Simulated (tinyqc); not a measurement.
Bandgap voltage reference from two bipolar transistors: effect of the output resistor at T0.

Two transistors of area 1 and N carry the same current I. Is(T) = Is (T/T0)^eta exp[(Vg0 q/kB)(1/T0 - 1/T)], VBE1 = Vt ln(I/Is(T)) + I rb, VBE2 = Vt ln(I/(N Is(T))) + I rb/N. The amplifier forces I R1(T) = VBE1 - VBE2 + Vos, with R(T) = R (1 + tc (T - T0)) for both resistors, and the output is Vref = VBE1 + I R2(T). Base currents and the Early effect are neglected.

Vt = kB T/q; I = (Vt ln N + Vos)/(R1(T) - rb (1 - 1/N)). Box coefficient: span of Vref between 233 and 398 K over its average over T and over 165 K. The last column is the R2 that gives zero slope at T0.

Parameters, values chosen for the exercise; values of the order met in silicon bipolar transistors:

| symbol | value | unit | meaning |
|---|---|---|---|
| T0 | 298 | K | reference temperature |
| Vg0 | 1.181 | V | band-gap voltage extrapolated to 0 K |
| eta | 3.7 |  | temperature exponent of the saturation current |
| Is | 1.5e-17 | A | saturation current of the unit transistor at T0 |
| N | 4 |  | area ratio of the second transistor |
| R1 | 5.1 | kohm | resistor across which the difference of VBE falls, at T0 |
| tc | 0 | ppm/K | temperature coefficient of both resistors |
| Vos | 0 | mV | offset of the amplifier |
| rb | 140 | ohm | series resistance of the unit transistor |

Constants: q = 1.602176634e-19 C, kB = 1.380649e-23 J/K. Results are converted to the units shown.

Effect of the output resistor at T0:
```
R2 (kohm)  I at T0 (uA)  Vref at T0 (V)  slope at T0 (uV/K)  box coefficient (ppm/K)  R2 for zero slope (kohm)
72.15             7.127           1.206              -149.9                    133.5                     78.42
74.5              7.127           1.222              -93.72                    85.49                     78.42
76.85             7.127           1.239              -37.51                    39.84                     78.42
78.42             7.127           1.250             0.03526                    17.10                     78.42
79.99             7.127           1.262               37.58                    24.90                     78.42
82.34             7.127           1.278               93.79                    65.07                     78.42
84.69             7.127           1.295               150.0                    107.5                     78.42
```

As R2 goes from 72.15 to 84.69, Vref rises from 1.206 to 1.295 V and the box coefficient goes from 134 through a minimum of 17.1 (at R2 = 78.42 among the rows listed) to 108 ppm/K. One per cent in R2 moves the slope by 18.8 uV/K.

Program tinyqc, `OMP_NUM_THREADS=1 python tinyqc.py 2062108 2062109 out.jsonl`; Intel Xeon 2.30GHz, shared host, one thread, about 0.02 s.
